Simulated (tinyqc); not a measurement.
## Doping and voltage from widths and field

Inverse problem. In the depletion approximation an abrupt p-n junction has a triangular field: peak E = q Nd xn/(eps0 eps_r) = q Na xp/(eps0 eps_r), W = xn + xp, and Vbi - V = E W/2. Find Nd, Na and Vbi - V.

Values chosen for this exercise:
- eps_r = 9.51 (relative permittivity)

Constants: q = 1.602176634e-19 C, eps0 = 8.8541878128e-14 F/cm where lengths are in cm. Results are converted to the units shown.

W = 220.18618 nm
peak field = 210.05642 kV/cm
xn = 212.30072 nm

Answer. Gauss's law on each side gives its doping from the peak field and its width; the voltage is the area of the triangle.

Nd = 5.20e16 cm^-3
Na = 1.40e18 cm^-3
Vbi - V = 2.31 V

Numbers from tinyqc (`OMP_NUM_THREADS=1 python tinyqc.py 2000118 2000119 out.jsonl`; about 0.02 s on one thread of a shared Intel Xeon 2.30GHz).
